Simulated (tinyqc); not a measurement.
Inside a calculation. Model: van der Pauw, Hall and four-point-probe measurements on a doped layer.

Numbers from tinyqc (`OMP_NUM_THREADS=1 python tinyqc.py 2850142 2850143 out.jsonl`; about 0.01 s on one thread of a shared Intel Xeon 2.30GHz). Printed values are rounded.

A uniform n-type layer with sheet resistance Rs = 1/(q ns mu), point contacts, low field (mu B small).

Inputs (values chosen for the exercise): sheet density of the layer ns = 4.8e15 cm^-2; drift mobility mu = 46 cm^2/(V s); Hall factor rH = 1; magnetic field B = 0.55 T; current I = 1000 uA; side ratio a/b of a rectangular sample with corner contacts ar = 1.49; thickness of the layer t = 10 nm.

Constants: q = 1.602176634e-19 C. Results are converted to the units shown.

## Resistances and Hall voltage

Rs = 1/(q ns mu). For a rectangle with contacts at the corners, RA = (8 Rs/pi) sum_(k>=0) ln coth((2k + 1) pi a/(2 b)) with current along a short side b and voltage along the opposite one, RB the same with a and b exchanged; Hall voltage VH = rH B I/(q ns), negative for electrons.

Rs = 28.26770 ohm/square
RA = 1.334718 ohm
RB = 17.82951 ohm
VH = -0.07151729 mV

RB/RA = 13.4; for a square both equal Rs ln 2/pi = 6.24 ohm.

## Starting value

z = 2 ln 2/(pi (RA + RB)), exact for RA = RB.

z at the start = 23.02577 mS

## Iteration 1: new z

The van der Pauw equation exp(-pi RA z) + exp(-pi RB z) = 1 is solved for z = 1/Rs: e1 = exp(-pi RA z), e2 = exp(-pi RB z), f = e1 + e2 - 1, f' = -pi (RA e1 + RB e2), z(new) = z - f/f'.

e1 = 0.9079642
e2 = 0.2753413
f = 0.1833055
f' = -0.01922993 kohm
z after iteration 1 = 32.55807 mS

## Iteration 2: new z

As before.

e1 = 0.8723883
e2 = 0.1614310
f = 0.03381936
f' = -0.01270029 kohm
z after iteration 2 = 35.22095 mS

## Course of the iteration

Stop when the step is below 1e-10 mS, or after 40 iterations.

Course of the iteration:
```
iteration  z before the step (mS)  step (mS)
1                        23.02577       9.53
2                        32.55807       2.66
3                        35.22095      0.155
4                        35.37559    4.75e-4
5                        35.37606    4.45e-9
6                        35.37606    < 1e-12
```

Converged in 6 iterations.

## Sheet density, mobility and bulk values

converged z = 35.37606 mS

Rs = 1/z; Hall sheet density B I/(q |VH|); Hall mobility |VH|/(Rs B I); true values ns = rH times the Hall density, mu = Hall mobility/rH; bulk density ns/t, resistivity Rs t; correction factor F = Rs/[(pi/ln 2)(RA + RB)/2].

Rs = 28.26770 ohm/square
Hall sheet density = 4.8e15 cm^-2
Hall mobility = 46 cm^2/(V s)
ns = 4.8e15 cm^-2
mu = 46 cm^2/(V s)
bulk density = 4.8e21 cm^-3
resistivity = 2.826770e-5 ohm cm
F = 0.6508857

Taking the mean of RA and RB without F would overstate Rs by 54 %.
